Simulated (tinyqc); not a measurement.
From results back to parameters: direct gap of a germanium-like layer under biaxial tension. Three cases, with inputs chosen for the exercise.

Problem. A (001) layer under biaxial tension e_par has ezz = -2 (C12/C11) e_par, Ec = Eg + ac tr(e), E(HH) = -P - Q and E(LH) = -P + (Q - Dso + sqrt(Dso^2 + 2 Dso Q + 9 Q^2))/2 with P = -av tr(e), Q = -b (e_par - ezz). The transition from the light-hole edge is given.

Find: e_par; Ec - E(HH).

Method. Ec - E(LH) falls steadily with tension, so bisection between 0 and 4 % gives the only root; then Ec - E(HH) = Eg + (ac - av) tr(e) + Q.

Case 1.

Values chosen (near those of Ge, gaps at low temperature; the results hold for these values, not for the real material):
- Eg = 0.896 eV (gap at Gamma to the s-like level)
- Dso = 0.288 eV (spin-orbit splitting)
- ac = -8.11 eV (conduction deformation potential)
- av = 1.24 eV (valence hydrostatic potential)
- b = -2.58 eV (tetragonal shear potential)
- C11 = 129.4 GPa
- C12 = 47.9 GPa

Ec - E(LH) = 0.797385 eV

Solution.

e_par = 0.580 %
Ec - E(HH) = 0.8537 eV

Case 2.

Values chosen (near those of Ge, gaps at low temperature; the results hold for these values, not for the real material):
- Eg = 0.898 eV (gap at Gamma to the s-like level)
- Dso = 0.289 eV (spin-orbit splitting)
- ac = -8.35 eV (conduction deformation potential)
- av = 1.23 eV (valence hydrostatic potential)
- b = -2.53 eV (tetragonal shear potential)
- C11 = 130.6 GPa
- C12 = 47.9 GPa

Ec - E(LH) = 0.611954 eV

Solution.

e_par = 1.580 %
Ec - E(HH) = 0.7756 eV

Case 3.

Values chosen (near those of Ge, gaps at low temperature; the results hold for these values, not for the real material):
- Eg = 0.903 eV (gap at Gamma to the s-like level)
- Dso = 0.285 eV (spin-orbit splitting)
- ac = -8.28 eV (conduction deformation potential)
- av = 1.25 eV (valence hydrostatic potential)
- b = -2.55 eV (tetragonal shear potential)
- C11 = 130.7 GPa
- C12 = 47.7 GPa

Ec - E(LH) = 0.848825 eV

Solution.

e_par = 0.320 %
Ec - E(HH) = 0.8784 eV

Computed by tinyqc, one run a case: `OMP_NUM_THREADS=1 python tinyqc.py N N+1 out.jsonl` with N = 1050077, 1050079, 1050080; one thread of a shared Intel(R) Xeon(R) Processor @ 2.30GHz, about 0.01 s a run at most.
